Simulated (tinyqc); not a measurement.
Coherent transport through a tight-binding region between two chains, step by step. One step of it, computed by the program tinyqc.

Task: Transmission at E = -0.93 eV. Surface Green function g = (E - i sqrt(4 t^2 - E^2)) / (2 t^2); self-energy tc^2 g on each contact site; G = (E - H - Sigma)^(-1); Gamma = -2 Im Sigma; T = Gamma_L Gamma_R |G_LR|^2; local density of states -Im G_ii / pi.

H of the central region (eV):
```
[[-0.800000, -0.630000, 0.000000, 0.000000, 0.000000],
 [-0.630000, -0.670000, -1.910000, 0.000000, 0.000000],
 [0.000000, -1.910000, 0.260000, -1.910000, 0.000000],
 [0.000000, 0.000000, -1.910000, 0.060000, -1.910000],
 [0.000000, 0.000000, 0.000000, -1.910000, -0.660000]]
```

Leads: semi-infinite chains with site energy 0:
```
parameter                           value
lead hopping t (eV)              2.700000
coupling to the left lead (eV)   1.410000
coupling to the right lead (eV)  1.160000
left contact site                       1
right contact site                      5
```

E = -0.930000 eV

Give: g; G; local density of states; transmission.

Result:

g = -0.0638-0.3648i 1/eV

G (1/eV):
```
[[-0.2391-1.2093i, 0.1938+0.2691i, 0.1052+0.4355i, -0.1282+0.0022i, -0.1717-0.4344i],
 [0.1938+0.2691i, 0.3108-0.2217i, 0.5020-0.1189i, 0.0019+0.1476i, -0.5010+0.1955i],
 [0.1052+0.4355i, 0.5020-0.1189i, 0.0336-0.1598i, 0.0425+0.0194i, -0.0116+0.1699i],
 [-0.1282+0.0022i, 0.0019+0.1476i, 0.0425+0.0194i, 0.0246-0.1355i, 0.4938-0.0896i],
 [-0.1717-0.4344i, -0.5010+0.1955i, -0.0116+0.1699i, 0.4938-0.0896i, 0.2675-0.2163i]]
```

local density of states (1/eV): [0.3849, 0.0706, 0.0509, 0.0431, 0.0689]

transmission = 0.3107
